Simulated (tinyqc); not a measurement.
# Abrupt p-n junction, non-linear Poisson equation by Newton steps: effect of the doping Nd

One dimension, p side on the left, n side on the right; net doping C = -Na for x < 0 and +Nd for x > 0. The potential psi is counted from the intrinsic level, and the quasi-Fermi potentials are flat: 0 for holes and -V for electrons, so n = ni exp((psi + V)/Vt) and p = ni exp(-psi/Vt) (Boltzmann statistics, full ionisation, no current).

ni = sqrt(Nc Nv) exp(-Eg/(2 Vt)), Eg in volts. Depletion approximation: Vbi = Vt ln(Na Nd/ni^2), W = sqrt(2 eps0 eps_r (Vbi - V)(1/Na + 1/Nd)/q), xp = W Nd/(Na + Nd), xn = W Na/(Na + Nd), peak field 2 (Vbi - V)/W, capacitance eps0 eps_r/W. Exact first integral for an abrupt junction with thick neutral sides: psi_p = -Vt ln(Na/ni), psi_n = Vt ln(Nd/ni) - V, psi_j = (Nd psi_n + Na psi_p - Vt (Nd - Na))/(Na + Nd) at the junction, n_j = ni exp((psi_j + V)/Vt), p_j = ni exp(-psi_j/Vt), and E_j^2 = (2 q/(eps0 eps_r)) [Nd (psi_n - psi_j - Vt) + Vt (n_j + p_j)] (minority densities of the neutral sides neglected).

Parameters, values chosen for the exercise; band and dielectric values close to those of indium phosphide:
- T = 300 K (temperature)
- Eg = 1.33 eV (band gap)
- eps_r = 12.4 (relative permittivity)
- Nc = 5.76e17 cm^-3 (conduction-band density of states at T)
- Nv = 1.09e19 cm^-3 (valence-band density of states at T)
- Na = 1.6e15 cm^-3 (acceptor density of the p side)
- V = 0.27 V (bias of the p side against the n side)

Constants: q = 1.602176634e-19 C, kB = 1.380649e-23 J/K, Vt = kB T/q, eps0 = 8.8541878128e-14 F/cm where lengths are in cm. Results are converted to the units shown.

The same in every row: ni (cm^-3) = 1.688e7.

Results:
```
Nd (cm^-3)  Vbi (V)  W (nm)  share of W on the n side (%)  peak field, depletion (kV/cm)  peak field, exact (kV/cm)
5.3e13       0.8616    3975                         96.79                          2.976                      3.218
1.4e14       0.8867    2562                         91.95                          4.814                      4.690
3.7e14       0.9118    1711                         81.22                          7.503                      7.198
2.6e15       0.9622   978.7                         38.10                          14.15                      13.61
6.9e15       0.9874   870.1                         18.82                          16.49                      15.89
1.8e16        1.012   832.0                         8.163                          17.84                      17.37
4.8e16        1.038   824.3                         3.226                          18.62                      19.44
```

Estimate the missing row, Nd = 9.8e14 cm^-3.

Computed row:
```
Nd (cm^-3)  Vbi (V)  W (nm)  share of W on the n side (%)  peak field, depletion (kV/cm)  peak field, exact (kV/cm)
9.8e14       0.9370    1226                         62.02                          10.88                      10.45
```

With this row back in the table: As Nd rises, Vbi rises from 0.862 to 1.04 V, 59.5 mV a decade (Vt ln 10), and W falls from 3980 to 824 nm. The exponent d ln W/d ln Nd is -0.45 between the first two rows and -0.01 between the last two: the lighter-doped side sets the width, and Nd passes Na = 1.6e15 cm^-3 within the table. The depletion field is 7.5 % below the exact one in the first row and 4.2 % below it in the last.

Program tinyqc, `OMP_NUM_THREADS=1 python tinyqc.py 2000053 2000054 out.jsonl`; Intel Xeon 2.30GHz, shared host, one thread, about 0.03 s.
